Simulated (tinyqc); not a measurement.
Wafer and channel orientation: ellipsoidal valleys in the axes of a wafer and a channel.

Valleys with axes a along x, y and z, two valleys each; inverse mass tensor w = 1/mt + (1/ml - 1/mt) a a. Device axes: z = nz/|nz|, x = nx/|nx|, y = z cross x; in them a = (ax, ay, az). Confinement mass mz = 1/w_zz. In the plane w_ij is replaced by u_ij = w_ij - w_iz w_jz/w_zz (i, j = x, y); density-of-states mass md = 1/sqrt(det u); conductivity mass along x mc = 1/u_xx; ballistic transport mass mx = u_yy/det u, width mass my = 1/u_yy.

Hard walls: E_n = c (n pi/t)^2/mz, c = hbar^2/2m0, n = 1, 2, 3. Non-degenerate share of a valley proportional to md sum_n exp(-E_n/kT); mean 1/mc = sum of share/mc. 1 nm = 10 angstrom.

Constants: hbar^2/2m0 = 3.80998211 eV angstrom^2; kB = 8.617333262e-05 eV/K.

Values chosen for the exercise (near those of the Delta valleys of Si; not measured data):
- ml = 0.889 m0 (longitudinal mass)
- mt = 0.192 m0 (transverse mass)
- t = 3.7 nm (thickness of the film)
- T = 77 K (temperature)

For each face/channel: the lowest ladder (mz, number of valleys, md, E1, share) and the mean conductivity mass over all valleys.

Results:
```
face/channel     mz  valleys     md  E1 (meV)  share  mean mc
(112)/[11-1]  0.402        2  0.285      68.3  0.999   0.4242
(113)/[1-10]  0.536        2  0.247      51.3  1.000   0.1920
(100)/[011]   0.889        2  0.192      30.9  1.000   0.1920
(110)/[1-10]  0.316        4  0.322      87.0  1.000   0.5404
(111)/[11-2]  0.260        6  0.355     105.7  1.000   0.2971
(111)/[1-10]  0.260        6  0.355     105.7  1.000   0.2971
(001)/[110]   0.889        2  0.192      30.9  1.000   0.1920
```

What does the comparison show?

The mean conductivity mass is lowest, 0.1920, for (113)/[1-10], (100)/[011] and (001)/[110] and highest, 0.5404, for (110)/[1-10]; the bulk value is 0.2599. The confinement energy is lowest on the face with the heaviest mz ((100), 31 meV). The density of states of the lowest ladder, valleys times md, runs between 0.384 and 2.130; a small value limits the charge through the quantum capacitance.

tinyqc: `OMP_NUM_THREADS=1 python tinyqc.py 1851024 1851025 out.jsonl`; about 0.01 s, one thread, shared Intel(R) Xeon(R) Processor @ 2.30GHz.
